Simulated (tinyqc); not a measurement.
Nanowire ballistic transistor, top-of-the-barrier model: one step of the calculation.

At the top of the source barrier, states moving towards the drain are filled by the source (Fermi level 0) and states moving back by the drain (Fermi level -q Vd); nothing scatters. U is the shift of the band edge there, set by the capacitances CG, CD and CS (the total) and by the charge. Parabolic one-dimensional subbands; the source is grounded.

Problem. Self-consistent potential at the barrier top. eta1 = -(E0 + U)/Vt, eta2 = eta1 - Vd/Vt, n = (N0/2)[F_(-1/2)(eta1) + F_(-1/2)(eta2)], F_(-1/2)(x) = (1/sqrt(pi)) int_0^infinity u^(-1/2)/(1 + exp(u - x)) du. Each F is summed over the two subbands, F(eta) + F(eta - dE/Vt), which share the mass. U(out) = UL + q (n - n0)/CS. U(new) = U(out).

Values chosen for this exercise; mass and valleys close to those of gallium nitride:
- T = 300 K (temperature)
- dE = 0.09 eV (offset of a second subband (0: none))
- E0 = 0.25 eV (band edge at the barrier top above the source Fermi level at zero bias)
- Vd = 0.6 V (drain voltage)

Constants: q = 1.602176634e-19 C, kB = 1.380649e-23 J/K, Vt = kB T/q. Results are converted to the units shown.

U at the start (U = UL) = -0.57 eV
N0 = 2.0310815e6 cm^-1
CS = 20.628208 pF/cm
n0 = 132.14579 cm^-1
UL = -0.57 eV

Wanted: eta1; eta2; n; U(out); U after iteration 1.

Solution.

eta1 = 12.378
eta2 = -10.831
n = 7.4194e6 cm^-1
U(out) = -0.51238 eV
U after iteration 1 = -0.51238 eV

Program tinyqc, `OMP_NUM_THREADS=1 python tinyqc.py 2400075 2400076 out.jsonl`; Intel Xeon 2.30GHz, shared host, one thread, about 0.05 s.
